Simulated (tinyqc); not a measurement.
# Arrhenius plot from several rate windows

Emission rate en = sn vth(T) Nc(T) exp(-Et/kB T) = sn g T^2 exp(-Et/kB T), g = vth Nc/(300 K)^2, as vth goes as T^0.5 and Nc as T^1.5 (degeneracy factor 1). Each window ew gives the temperature where en = ew.

Inputs (values chosen for the exercise); material values close to those of silicon:
```
symbol,value,unit,meaning
Nc,2.78e19,cm^-3,conduction-band density of states at 300 K
vth,2.2e7,cm/s,thermal velocity at 300 K
Et,0.23,eV,depth of the trap below the conduction edge
sn,8.3e-17,cm^2,capture cross-section
```

Constants: q = 1.602176634e-19 C, kB = 1.380649e-23 J/K. Results are converted to the units shown.

Arrhenius plot from several rate windows:
```
ew (1/s),T peak (K),q/kB T (1/eV),ln(ew/T^2),ln ew
1.7,119.8,96.88,-9.041,0.5306
5.1,125.4,92.51,-8.034,1.629
15,131.5,88.23,-7.050,2.708
47,138.6,83.72,-6.013,3.850
140,146.1,79.43,-5.027,4.942
430,154.6,75.05,-4.018,6.064
1300,164.0,70.75,-3.030,7.170
3900,174.5,66.51,-2.055,8.269
```

The peak rises from 120 to 174 K. ln(ew/T^2) against q/kB T is a straight line of slope -0.2300 eV, the trap depth. Its intercept gives sn = 8.30e-17 cm^2. Leaving out the T^2 gives 0.2548 eV, too high by about 2 kB T.

Computed by the program tinyqc: `OMP_NUM_THREADS=1 python tinyqc.py 2050090 2050091 out.jsonl`, one thread of a shared Intel Xeon 2.30GHz, about 0.01 s for the whole run.
